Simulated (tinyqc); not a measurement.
Inside a calculation. Method: lattice vibrations of a chain. One step of it, computed by the program tinyqc.

Task: Frequencies. omega^2 are the eigenvalues; wavenumber = 521.4708 sqrt(eigenvalue) 1/cm.

D(q) (eV/(angstrom^2 u)), lower triangle (Hermitian):
```
                    1          2          3         4
1            1.632184
2           -0.361409   0.178788
3            0.000000  -0.043677   0.191710
4  0.350646-0.022061i   0.000000  -0.082737  0.216507
```

Give: eigenvalues; wavenumbers; weights |e|^2 of the mass-weighted modes.

Result:

eigenvalues: 0.0336  0.1056  0.2884  1.7916

wavenumbers (1/cm): 95.6  169.5  280.0  698.0

weights |e|^2 of the mass-weighted modes:
```
        mode 1  mode 2  mode 3  mode 4
atom 1  0.0885  0.0006  0.0018  0.9090
atom 2  0.4888  0.2931  0.1724  0.0456
atom 3  0.0198  0.5015  0.4786  0.0000
atom 4  0.4028  0.2047  0.3472  0.0453
```
